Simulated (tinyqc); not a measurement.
# Image-sensor pixel with a pinned photodiode, signal and noise: effects of single changes

A buried n layer between a heavily doped p+ surface layer and a p layer is emptied into a floating diffusion, read through a source follower with correlated double sampling (reset noise cancelled). One-dimensional abrupt junctions; no blooming, lag or crosstalk.

Parameters, values chosen for the exercise; material values close to those of silicon:
- T = 300 K (temperature)
- Eg = 1.12 eV (band gap)
- eps_r = 11.6 (relative permittivity of the semiconductor)
- Nc = 2.83e19 cm^-3 (conduction-band density of states at T)
- Nv = 2.65e19 cm^-3 (valence-band density of states at T)
- A = 4.7 um^2 (photodiode area)
- Nn = 9.3e16 cm^-3 (doping of the buried n layer)
- Np = 3e15 cm^-3 (doping of the p layer below)
- Vb = 0.8 V (built-in voltage)
- Cf = 2.9 fF (floating-diffusion capacitance)
- dV = 0.9 V (usable swing of the floating diffusion)
- As = 0.87 (source-follower gain)
- vn = 190 uV (read noise at the output)
- al = 0.0171 1/um (absorption coefficient (light near 940 nm))
- Rf = 0.1 (optical loss before the silicon)
- x1 = 0.1 um (dead layer)
- x2 = 6 um (depth of collection)
- tg = 0.011 s (generation lifetime)
- Wd = 1.4 um (depleted depth)
- Jd = 5.3e6 x 1e-20 cm^4/s (diffusion dark flux per ni^2)
- pr = 0.4 % (gain non-uniformity)
- ti = 10 ms (exposure)
- Ph = 3600 (photons on the photodiode per exposure)

Constants: q = 1.602176634e-19 C, kB = 1.380649e-23 J/K, Vt = kB T/q, eps0 = 8.8541878128e-14 F/cm where lengths are in cm. Results are converted to the units shown.

Each table varies one quantity; the others keep the values above.

## Signal-to-noise ratio against light level

conversion gain CG = q As/Cf; read noise in electrons vn/CG. QE = (1 - Rf)[exp(-al x1) - exp(-al x2)]. ni = sqrt(Nc Nv) exp(-Eg/(2 Vt)), Eg in volts; dark rates ni Wd A/tg (generation) and Jd ni^2 A (diffusion). Signal S = QE Ph; variance = S + dark rate x ti + (vn/CG)^2 + (pr S)^2; SNR = 20 log10(S/noise). The slope is d ln(S/noise)/d ln S.

Signal-to-noise ratio against light level:

| Ph | S (electrons) | noise (electrons) | SNR (dB) | slope |
|---|---|---|---|---|
| 12 | 1.0347 | 4.0899 | -11.938 | 0.96907 |
| 39 | 3.3627 | 4.3653 | -2.2665 | 0.91176 |
| 130 | 11.209 | 5.1869 | 6.6932 | 0.79161 |
| 430 | 37.076 | 7.2657 | 14.156 | 0.64842 |
| 1400 | 120.71 | 11.689 | 20.279 | 0.55657 |
| 4800 | 413.87 | 20.792 | 25.979 | 0.51498 |
| 16000 | 1379.6 | 37.759 | 31.255 | 0.49482 |
| 54000 | 4656.1 | 70.842 | 36.355 | 0.46701 |
| 1.8e5 | 15520 | 139.25 | 40.942 | 0.40102 |

What does the table show?

The SNR rises from -11.9 to 40.9 dB, and the slope falls from 0.969 to 0.401: 1 where read and dark noise rule, 1/2 for photon shot noise, 0 at the ceiling 1/pr = 48.0 dB. Shot noise equals the noise floor at S = 15.7 electrons and the non-uniformity at S = 62500.

## Effect of the thickness of that layer

With k = 1 + Nn/Np, the two depletion regions meet at depth x = a sqrt(k)/(1 + sqrt(k)) from the p+ side; pinning voltage Vp = q Nn x^2/(2 eps0 eps_r) - Vb. Electrons in the diode at zero bias: Nn A [a - x0 (1 + 1/sqrt(k))], x0 = sqrt(2 eps0 eps_r Vb/(q Nn)). Floating-diffusion limit Cf dV/q; full well FW is the smaller of the two; conversion gain CG = q As/Cf; read noise in electrons vn/CG. Signal S = QE Ph; variance = S + dark rate x ti + (vn/CG)^2 + (pr S)^2; SNR = 20 log10(S/noise); dynamic range 20 log10(FW/noise at S = 0).

The same in every row: read noise (electrons) = 3.953; QE = 0.08622; dark rate (electrons/s) = 6.695; SNR (dB) = 24.68.

Effect of the thickness of that layer:

| a (nm) | Vp (V) | FW (electrons) | dynamic range (dB) |
|---|---|---|---|
| 160 | 0.5409 | 1.592e4 | 72.08 |
| 180 | 0.8971 | 1.629e4 | 72.28 |
| 200 | 1.295 | 1.629e4 | 72.28 |
| 220 | 1.735 | 1.629e4 | 72.28 |
| 250 | 2.474 | 1.629e4 | 72.28 |
| 280 | 3.307 | 1.629e4 | 72.28 |
| 320 | 4.564 | 1.629e4 | 72.28 |

What does the table show?

As a goes from 160 to 320 nm, the SNR stays at 24.7 dB and the dynamic range stays near 72.3 dB. Vp rises from 0.541 to 4.56 V and FW rises from 15900 to 16300 electrons. For a = 250, 280, 320 Vp passes 2 V, too high to empty the diode fully into a floating diffusion at usual supplies.

Computed by the program tinyqc: `OMP_NUM_THREADS=1 python tinyqc.py 2630028 2630029 out.jsonl`, one thread of a shared Intel Xeon 2.30GHz, about 0.01 s for the whole run.
